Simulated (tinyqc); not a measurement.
How errors in the targets pass to the parameters: fitting sp3s* parameters to three gaps by Newton steps.

J:
```
            Vss      Esc      Esa
Gamma  -0.85684  0.75779  0.24221
X       0.00000  0.00000  0.04512
L      -0.17661  0.36691  0.08501
```

The gaps at Gamma, X and L of an sp3s* model are fitted with Vss, Esc and Esa; J holds the derivatives of the gaps by these parameters at the start. The change of each parameter for +10 meV on one target is 10 J^-1, in meV.

Shifts (meV):

| target raised | Vss | Esc | Esa |
|---|---|---|---|
| Gamma | -20.3 | -9.8 | 0.0 |
| X | 30.0 | -36.9 | 221.6 |
| L | 42.0 | 47.5 | 0.0 |

root sum of squares (meV): Vss 55.5, Esc 60.9, Esa 221.6

Independent errors of 10 meV leave Esa least certain (222 meV) and Vss best fixed (55.5 meV). The largest single entry, 222 meV, comes from the target at X.

tinyqc: `OMP_NUM_THREADS=1 python tinyqc.py 1481842 1481843 out.jsonl`; about 0.2 s, one thread, shared Intel(R) Xeon(R) Processor @ 2.30GHz.
